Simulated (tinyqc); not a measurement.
Worked calculation: UHF in the sto-3g basis, for H3, spin multiplicity 2. One step of it, computed by the program tinyqc.

Question. Iteration 1: building the Fock matrix. J_ij = sum D_kl (ij|kl) with D = D(alpha) + D(beta), K_ij = sum D_kl (ik|jl) for each spin; F = H + J - K(s); E = tr D H + tr D J / 2 - 0.5 sum_s tr D(s) K(s) + E_nn.

D(alpha) at the start:
```
,1H 1s,2H 1s,3H 1s
1H 1s,0.563036,0.197465,0.197465
2H 1s,0.197465,0.596672,-0.458164
3H 1s,0.197465,-0.458164,0.596672
```

D(beta) at the start:
```
,1H 1s,2H 1s,3H 1s
1H 1s,0.563036,0.197465,0.197465
2H 1s,0.197465,0.069254,0.069254
3H 1s,0.197465,0.069254,0.069254
```

core Hamiltonian H = T + V (hartree):
```
,1H 1s,2H 1s,3H 1s
1H 1s,-1.311874,-0.592748,-0.592748
2H 1s,-0.592748,-1.103118,-0.093928
3H 1s,-0.592748,-0.093928,-1.103118
```

Two-electron integrals (ij|kl) in chemists' order, unique and non-zero (hartree):
```
i,j,k,l,(ij|kl)
1,1,1,1,0.774606
2,1,1,1,0.213632
2,1,2,1,0.082078
2,2,1,1,0.407842
2,2,2,1,0.213632
2,2,2,2,0.774606
3,1,1,1,0.213632
3,1,2,1,0.055463
3,1,2,2,0.106344
3,1,3,1,0.082078
3,2,1,1,0.029257
3,2,2,1,0.009434
3,2,2,2,0.021513
3,2,3,1,0.009434
3,2,3,2,0.001306
3,3,1,1,0.407842
3,3,2,1,0.106344
3,3,2,2,0.213782
3,3,3,1,0.213632
3,3,3,2,0.021513
3,3,3,3,0.774606
```

nuclear repulsion = 1.06947698 hartree

Give: Coulomb J; exchange K(alpha); exchange K(beta); F(alpha); F(beta); total energy of this density.

Answer.

Coulomb J (hartree):
```
,1H 1s,2H 1s,3H 1s
1H 1s,1.7302,0.5549,0.5549
2H 1s,0.5549,1.3535,0.0755
3H 1s,0.5549,0.0755,1.3535
```

exchange K(alpha) (hartree):
```
,1H 1s,2H 1s,3H 1s
1H 1s,0.6520,0.3138,0.3138
2H 1s,0.3138,0.5776,0.0041
3H 1s,0.3138,0.0041,0.5776
```

exchange K(beta) (hartree):
```
,1H 1s,2H 1s,3H 1s
1H 1s,0.6239,0.2572,0.2572
2H 1s,0.2572,0.1910,0.0948
3H 1s,0.2572,0.0948,0.1910
```

F(alpha) (hartree):
```
,1H 1s,2H 1s,3H 1s
1H 1s,-0.2337,-0.3516,-0.3516
2H 1s,-0.3516,-0.3272,-0.0225
3H 1s,-0.3516,-0.0225,-0.3272
```

F(beta) (hartree):
```
,1H 1s,2H 1s,3H 1s
1H 1s,-0.2056,-0.2950,-0.2950
2H 1s,-0.2950,0.0593,-0.1133
3H 1s,-0.2950,-0.1133,0.0593
```

total energy of this density = -1.403123 hartree
